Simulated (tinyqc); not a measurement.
Localisation in a chain with random site energies (transfer matrices), step by step. Values are carried at full precision from step to step, so a last printed digit may differ when a step is redone from the rounded ones.

Hopping -t; leads with site energy 0, E = -2t cos(ka). psi_(j+1) = ((e_j - E)/t) psi_j - psi_(j-1), a product of matrices M_j = [[(e_j - E)/t, -1], [1, 0]]. For M = M_N ... M_1 the transmission is T = 4 sin^2(ka)/|M21 - M12 + M22 exp(ika) - M11 exp(-ika)|^2. Long samples draw e_j = W (x_j/2147483647 - 1/2) from x_j = 16807 x_(j-1) mod 2147483647, starting at x0. The localisation length xi, in sites, is defined by ln T = -2N/xi on average; weak disorder gives xi = 24 (4t^2 - E^2)/W^2, and the mean free path for backscattering is xi/2.

Values chosen for the exercise: t = 1.05 eV (hopping); E = -0.85 eV (energy); e = (-0.01, -0.38, 0.62, -0.44, -0.7, 0.59, 0.85, 0.95, 0.74) eV (site energies of the short sample); W = 1.95 eV (full width of the disorder); a = 3.2 angstrom (spacing).

## The product of transfer matrices

Multiply site by site and give T for each length.

Running product:
```
j  (e_j - E)/t      M11      M12      M21      M22       T
1       0.8000   0.8000  -1.0000   1.0000   0.0000  1.0000
2       0.4476  -0.6419  -0.4476   0.8000  -1.0000  0.9639
3       1.4000  -1.6987   0.3733  -0.6419  -0.4476  0.8136
4       0.3905  -0.0214   0.5934  -1.6987   0.3733  0.7192
5       0.1429   1.6956  -0.2886  -0.0214   0.5934  0.7579
6       1.3714   2.3468  -0.9891   1.6956  -0.2886  0.5429
7       1.6190   2.1040  -1.3129   2.3468  -0.9891  0.4892
8       1.7143   1.2600  -1.2615   2.1040  -1.3129  0.6190
9       1.5143  -0.1960  -0.5974   1.2600  -1.2615  0.8778
```

T is 0.8778 for the whole sample and does not fall steadily (it rises at j = 5, 8 and 9): reflected waves interfere. The determinant of M stays 1.

## The same sites added without interference

One site alone reflects R_j = e_j^2/(e_j^2 + 4t^2 - E^2); incoherent addition sums R/(1 - R), and T = 1/(1 + sum).

R_j: 0.0000  0.0377  0.0944  0.0499  0.1173  0.0863  0.1638  0.1966  0.1293

sum of R/(1 - R) = 1.0124
T without interference = 0.4969

The coherent product gives 0.8778 for this sample.

## Weak-disorder lengths

Form ka, xi, xi a and the mean free path xi a/2.

ka = 1.1541 rad
xi = 23.27 sites

lengths (nm): localisation 7.448, mean free path 3.724

The formula needs xi well above one site.

## Checks

- T from the product against the Green function: both 0.87783.

Program tinyqc; command `OMP_NUM_THREADS=1 python tinyqc.py 1481687 1481688 out.jsonl`; about 0.08 s on one thread of a shared Intel(R) Xeon(R) Processor @ 2.30GHz.
